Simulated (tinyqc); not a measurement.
Comparisons within one model: thin-film optics by transfer matrices. A value that a table varies takes the place of the one given here.

Indices N = n + i k. Snell: N0 sin(theta) = N_j sin(theta_j), with Im(N_j cos theta_j) >= 0. Admittance y_j = N_j cos theta_j for s and N_j/cos theta_j for p. Phase delta_j = 2 pi N_j cos theta_j d_j/lambda. Layer matrix [[cos delta, -i sin delta/y], [-i y sin delta, cos delta]], multiplied from the top down to M. (B, C) = M (1, y_sub); r = (y0 B - C)/(y0 B + C), R = |r|^2, T = 4 Re y0 Re y_sub/|y0 B + C|^2, absorbed in the films 1 - R - T.

Ellipsometry: rho = tan(Psi) exp(i Delta) = -conj(r_p/r_s) with the r of the admittance formula, Delta in 0 to 360 degrees, so that a bare dielectric at small angles gives Delta = 180.

Parameters, chosen for this exercise (indices near those of resist, ARC on W; not measured data): lam = 365 nm (vacuum wavelength); n0 = 1 (ambient index); n = (1.706, 1.729, 3.386) (n of resist, ARC, substrate); k = (0.024, 0.297, 2.509) (k in the same order); d = (353, 23.4) nm (thicknesses, top first); theta = 75 degrees (angle of incidence); pol = p (polarisation).

## Swing curve: thickness of the top film

The first entry of d takes the values listed.

Stack:
```
d_1 (nm),R,T,absorbed
353.0,0.0019,0.4462,0.5519
374.6,0.0815,0.4020,0.5165
396.3,0.2113,0.3368,0.4519
417.9,0.2614,0.3067,0.4319
439.5,0.2097,0.3192,0.4711
461.1,0.0858,0.3604,0.5539
482.8,0.0059,0.3836,0.6105
504.4,0.0753,0.3495,0.5752
526.0,0.1909,0.2986,0.5105
547.7,0.2376,0.2739,0.4885
569.3,0.1905,0.2832,0.5264
590.9,0.0801,0.3142,0.6057
612.5,0.0112,0.3308,0.6580
```

R swings between 0.0019 and 0.2614 on these points. The period is lambda/(2 Re(N_1 cos theta_1)) = 129.8 nm, six rows. The swing shrinks from 0.2596 in the first period to 0.2317 in the second, as the film absorbs the wave that returns from below. The swing ratio (max - min)/mean is 2.05.

## Angle of incidence

Both polarisations.

Stack:
```
theta (degrees),R_s,R_p,Psi,Delta
0,0.0304,0.0304,45.00,180.00
15,0.0113,0.0140,48.07,184.12
30,0.0372,0.0308,42.33,150.25
45,0.2625,0.1028,32.03,146.55
55,0.4408,0.1029,25.79,144.94
60,0.5137,0.0789,21.40,145.71
65,0.5776,0.0443,15.48,147.68
70,0.6387,0.0110,7.48,150.13
75,0.7048,0.0019,2.96,344.52
80,0.7837,0.0616,15.66,345.65
85,0.8817,0.2933,29.98,352.41
```

R_s and R_p agree at normal incidence (0.0304). R_p is lowest at 75 degrees of those listed (0.0019), where R_s = 0.7048; the top face alone would stop reflecting p light at arctan(n/n0) = 59.6 degrees, while the layers and the substrate below set where the minimum falls. R_s does not rise steadily, because the phase thickness of the films changes with the angle. R_p exceeds R_s at 15 degrees, where Psi is above 45.

## Thickness of the antireflection layer under the resist

Light arrives at normal incidence from inside the resist, taken as the ambient with its real index n; the second entry of d takes the values listed.

Reflectance back into the resist:
```
d_2 (nm),R
0,0.2829
10,0.2738
20,0.2373
30,0.1802
40,0.1187
50,0.0676
60,0.0345
80,0.0214
100,0.0439
120,0.0517
```

Without the layer R = 0.2829; the lowest value listed is 0.0214 at 80 nm, against a quarter wave lambda/(4 n) = 52.8 nm. A very thick layer would leave only its top interface, R = 0.0075, once absorption has removed the wave from below.

## Sensitivity of the reflectance

R for both polarisations. Each row changes one parameter from the base and keeps the others.

Results:
```
case,R_s,R_p,T_s
base,0.7048,0.0019,0.1247
"d = (358, 23.4) nm",0.7094,0.0058,0.1224
"n = (1.74, 1.729, 3.386)",0.7173,0.0218,0.1212
"k = (0.024, 0.297, 2.77)",0.7127,0.0007,0.1172
lam = 370 nm,0.6949,0.0090,0.1297
theta = 80 degrees,0.7837,0.0616,0.0903
```

The largest shifts from the base row, up to three for each result and ties (the steps differ in size, so this ranks the rows, not the parameters). R_s: theta +0.0790, n +0.0125, lam -0.0098. R_p: theta +0.0597, n +0.0199, lam +0.0071. T_s: theta -0.0344, k -0.0074, lam +0.0051.

(tinyqc, `OMP_NUM_THREADS=1 python tinyqc.py 1681122 1681123 out.jsonl`, Intel(R) Xeon(R) Processor @ 2.30GHz, 1 thread, shared host, about 0.01 s.)
